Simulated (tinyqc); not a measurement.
Hot carriers by balance equations with a heated Maxwellian: one step, computed by the program tinyqc.

The carriers follow a Maxwellian at an electron temperature T_e, slightly displaced; the drift energy is neglected against k_B T_e. The balance averages the rate, not the time, so mu_0 lies below the relaxation-time value.

Problem. First iteration. Parabolic band: E = hbar^2 k^2/(2 m), speed v = hbar k/m, states per spin, volume and energy g(E) = m k/(2 pi^2 hbar^2). Masses are multiplied by m_0 and all formulas are in SI units. Phonon occupation N_q = 1/(exp(hbar w/(k_B T)) - 1). Acoustic deformation potential (elastic, equipartition, absorption and emission together): 1/tau = 2 pi k_B T D_A^2 g(E)/(hbar rho v_l^2). Optical or intervalley deformation potential: 1/tau = (pi Z_f D_o^2/(rho w)) [N_q g(E + hbar w) + (N_q + 1) g(E - hbar w)], with g = 0 below the band edge. Averages over the Maxwellian, <y> = int y x^(1/2) exp(-x) dx / int x^(1/2) exp(-x) dx with x = E/(k_B T_e), split at x_0 = hbar w/(k_B T_e): 64 Gauss-Legendre points in sqrt(x) below it and 128 in sqrt(x - x_0) above it, up to x = 32. Momentum balance: mu(T_e) = e/(m nu), nu = <x (sum of rates)>/<x>. Power lost per carrier: P(T_e) = hbar w <emission rate - absorption rate> + <(2 m v_l^2/(k_B T)) (E - 2 k_B T) acoustic rate>. Fixed point: T_out = T + (T_e - T) e mu(T_e) F^2/P(T_e), T_new = T_e + mixing (T_out - T_e). Start at T_e = 1.5 T.

Inputs (values chosen for the exercise, modelled on electrons in diamond):
```
quantity                                          value       unit
effective mass m                                  0.489        m_0
density rho                                        3515     kg/m^3
sound velocity v_l                                18600        m/s
acoustic deformation potential D_A                  9.1         eV
phonon energy hbar w                                136        meV
optical or intervalley deformation potential D_o    7.3  1e8 eV/cm
final valleys Z_f                                     5          -
lattice temperature T                               300          K
electric field F                                    3.8      kV/cm
mixing                                              0.4          -
```

Band: parabolic. Solver: damped fixed point.

Constants: k_B = 8.617333262e-05 eV/K; k_B = 1.380649e-23 J/K; e = 1.602176634e-19 C; hbar = 1.054571817e-34 J s; m_0 = 9.1093837015e-31 kg; hbar = 6.582119569e-16 eV s.

Give: mu at the start; P at the start; new T_e.

Solution.

mu at the start = 1838.2 cm^2/(V s)

P at the start = 3.3249e+10 eV/s

new T_e = 437.90 K
